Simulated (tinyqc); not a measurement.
Carrier density against temperature: charge neutrality of a doped semiconductor with incomplete ionisation. Computed by tinyqc, a small Python program. Command: `OMP_NUM_THREADS=1 python tinyqc.py 3023375 3023376 out.jsonl dopant walk`. One thread of a shared host (Intel(R) Xeon(R) Processor @ 2.30GHz), about 0.03 s of CPU time with the checks.

Energies are counted from the top of the valence band; E_D is measured down from the conduction band and E_A up from the valence band.

Inputs (values chosen for the exercise, modelled on CdTe):
```
quantity                    value   unit
gap at 0 K E_g0              1.58     eV
Varshni alpha            0.000306   eV/K
Varshni beta                  110      K
electron mass m_e          0.0925    m_0
valleys M_c                     1      -
hole mass m_h               0.621    m_0
donor density N_D         1.4e+16  cm^-3
acceptor density N_A      6.8e+16  cm^-3
donor depth E_D            0.0141     eV
acceptor depth E_A         0.0574     eV
donor degeneracy g_D            2      -
acceptor degeneracy g_A         4      -
```

Doping: p-type, compensated. Statistics of the bands: Boltzmann.

Constants: k_B = 8.617333262e-05 eV/K; m_0 = 9.1093837015e-31 kg; k_B = 1.380649e-23 J/K; h = 6.62607015e-34 J s.

Method:
- E_g = E_g0 - alpha T^2/(T + beta).
- N_c = 2 M_c (2 pi m_e k_B T/h^2)^(3/2) and N_v = 2 (2 pi m_h k_B T/h^2)^(3/2), masses in units of m_0.
- n = N_c exp((E_F - E_g)/k_B T), p = N_v exp(-E_F/k_B T).
- N_D+ = N_D/(1 + g_D exp((E_F - E_g + E_D)/k_B T)).
- N_A- = N_A/(1 + g_A exp((E_A - E_F)/k_B T)).
- Neutrality: p + N_D+ = n + N_A-; the log ratio is ln[(p + N_D+)/(n + N_A-)].
- Neutrality is solved by bisection at each T. The last column is -k_B d ln(p T^-3/2)/d(1/T) from this row and the one above; it turns negative as ionisation nears completion, when the density grows more slowly than that power of T.

Against temperature:
```
T (K)   p (cm^-3)  E_F from the band edge (eV)  ionised share  activation energy (eV)
24     2.3691e+05                      0.05748        0.20588                       -
30     8.5239e+07                      0.05749        0.20588                0.057400
42     8.0335e+10                      0.05753        0.20588                0.057400
61     1.9616e+13                      0.05760        0.20617                0.057380
95     1.6496e+15                      0.05886        0.23014                0.055334
150    1.6106e+16                      0.07235        0.44273                0.035577
220    3.5332e+16                      0.10210        0.72546                0.008577
300    4.5787e+16                      0.14456        0.87923               -0.014645
330    4.7737e+16                      0.16189        0.90790               -0.028797
600    5.2769e+16                      0.33554        0.98189               -0.050337
```

Between the two coldest rows the activation energy is 0.0574 eV, 1.00 of the dopant depth: with compensation E_F is pinned at the level and the full depth shows. The density is within 10 % of the net doping in one row, 600 K.
